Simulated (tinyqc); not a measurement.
Worked calculation: Luttinger-Kohn k.p, four valence bands. One step of it, computed by the program tinyqc.

Question. Hole masses. E = c [g1 k^2 -/+ 2 sqrt(g2^2 k^4 + 3 (g3^2 - g2^2)(kx^2 ky^2 + ky^2 kz^2 + kz^2 kx^2))] with c = hbar^2/2m, and m* = hbar^2 k^2 / (2 E).

Luttinger parameters chosen for this model; energies are counted downward from the top of the valence band:

| parameter | value | unit |
|---|---|---|
| g1 | 3.530000 |  |
| g2 | 1.440000 |  |
| g3 | 1.660000 |  |

Give: Masses.

Answer.

Masses (electron masses):

| direction | heavy | light |
|---|---|---|
| [100] | 1.5385 | 0.1560 |
| [110] | 3.1812 | 0.1482 |
| [111] | 4.7619 | 0.1460 |
